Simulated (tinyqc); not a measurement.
From results to parameters: Hueckel model of a polar double bond. Computed by the program tinyqc.

Problem. A C=X pi bond in Hueckel theory has H_XX = alpha + h beta, H_CC = alpha and H_CX = k beta, with two electrons. Find h, k, the charge on carbon and the bond order.

x values of the two levels (E = alpha + x beta): 1.371284  -1.121284

Solution. The sum of the x values is h and their product is -k^2; the charge on carbon is h/sqrt(h^2 + 4k^2) and the bond order 2k/sqrt(h^2 + 4k^2).

h, k: 0.250  1.240
charge on carbon, bond order: 0.100  0.995
